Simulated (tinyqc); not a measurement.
# Frequency dispersion of an accumulation capacitance by border traps, distributed model: what changes with what

Traps spread evenly through the insulator exchange electrons with the semiconductor by tunnelling, with tau(x) = t0 exp(2 ka x) at depth x from the interface. The admittance per area Y seen at depth x obeys dY/dx = -Y^2/(i w eps0 eox) + q Nb ln(1 + i w tau)/tau, with Y(0) = i w Cs and w = 2 pi f; the gate sees Y(tox) = G + i w C. Working variable y = Y/(i w), in uF/cm^2. Cox = eps0 eox/tox.

Inputs (values chosen for the exercise); permittivity close to that of aluminium oxide: relative permittivity of the insulator eox = 8.73; insulator thickness tox = 4.4 nm; semiconductor capacitance in accumulation Cs = 2.4 uF/cm^2; density of border traps Nb = 1.3e19 cm^-3 eV^-1; decay constant of the wave function in the insulator ka = 6.5 1/nm; time constant of a trap at the interface t0 = 8e-10 s; frequency f = 1000 Hz.

Constants: q = 1.602176634e-19 C, eps0 = 8.8541878128e-14 F/cm where lengths are in cm. Results are converted to the units shown.

Each table varies one quantity; the others keep the values above.

## Capacitance and loss against frequency

Cox; trap-free value 1/(1/Cox + 1/Cs); response depth d = ln(1/(w t0))/(2 ka), where w tau = 1; lumped estimate: all traps within d act as C_bt = q Nb d placed at d/2, so C = 1/{1/[1/(1/Cs + d/(2 eps0 eox)) + C_bt] + (tox - d/2)/(eps0 eox)}. C and G from a fine integration; dispersion -d C/d log10 f over C, from f times and over 1.1. For a broad spread of time constants G/w is close to -(pi/2) dC/d ln w.

The same in every row: trap-free C (uF/cm^2) = 1.014.

Capacitance and loss against frequency:
```
f (Hz),d (nm),C (uF/cm^2),G/w (uF/cm^2),dispersion (% a decade),-(pi/2) dC/d ln w (uF/cm^2),lumped C (uF/cm^2)
10,1.293,1.086,0.008315,1.122,0.008310,1.079
100,1.116,1.074,0.007746,1.057,0.007742,1.068
1000,0.9385,1.063,0.007202,0.9926,0.007199,1.058
10000,0.7614,1.053,0.006682,0.9298,0.006679,1.048
1e5,0.5843,1.044,0.006184,0.8683,0.006181,1.039
1e6,0.4072,1.035,0.005701,0.8081,0.005705,1.031
1e7,0.2300,1.027,0.005184,0.7488,0.005245,1.023
```

C falls from 1.086 to 1.027 uF/cm^2, towards the trap-free 1.014; each decade of frequency removes ln 10/(2 ka) = 0.177 nm from the response depth. The dispersion falls from 1.12 to 0.749 % a decade and G/w falls from 0.00831 to 0.00518 uF/cm^2. G/w lies between 0.988 and 1.00 times -(pi/2) dC/d ln w, the relation for a broad spread of time constants.

## Effect of the decay constant of the wave function in the insulator

Same model as above.

The same in every row: trap-free C (uF/cm^2) = 1.014.

Result of one run:
```
ka (1/nm),d (nm),C (uF/cm^2),G/w (uF/cm^2),dispersion (% a decade),-(pi/2) dC/d ln w (uF/cm^2),lumped C (uF/cm^2)
3.2,1.906,1.141,0.02206,2.827,0.02201,1.123
```

What becomes of these results when the decay constant of the wave function in the insulator ka is changed from 3.2 to 5.3 1/nm, all else the same?

Result of the changed run:
```
ka (1/nm),d (nm),C (uF/cm^2),G/w (uF/cm^2),dispersion (% a decade),-(pi/2) dC/d ln w (uF/cm^2),lumped C (uF/cm^2)
5.3,1.151,1.078,0.009711,1.320,0.009704,1.070
```

The whole series:
```
ka (1/nm),d (nm),C (uF/cm^2),G/w (uF/cm^2),dispersion (% a decade),-(pi/2) dC/d ln w (uF/cm^2),lumped C (uF/cm^2)
2.5,2.440,1.200,0.03486,4.245,0.03474,1.168
3.2,1.906,1.141,0.02206,2.827,0.02201,1.123
3.9,1.564,1.110,0.01574,2.075,0.01572,1.098
4.6,1.326,1.091,0.01207,1.621,0.01206,1.081
5.3,1.151,1.078,0.009711,1.320,0.009704,1.070
6,1.017,1.068,0.008083,1.108,0.008078,1.062
6.7,0.9105,1.061,0.006899,0.9524,0.006896,1.056
7.4,0.8244,1.056,0.006004,0.8331,0.006001,1.052
```

As ka goes from 2.5 to 7.4, C falls from 1.20 to 1.06 uF/cm^2, the dispersion falls from 4.25 to 0.833 % a decade and G/w falls from 0.0349 to 0.00600 uF/cm^2. The lumped estimate is 2.6 % below C in the first row and 0.40 % below it in the last.

Numbers from tinyqc (`OMP_NUM_THREADS=1 python tinyqc.py 2202040 2202041 out.jsonl`; about 0.3 s on one thread of a shared Intel Xeon 2.30GHz).
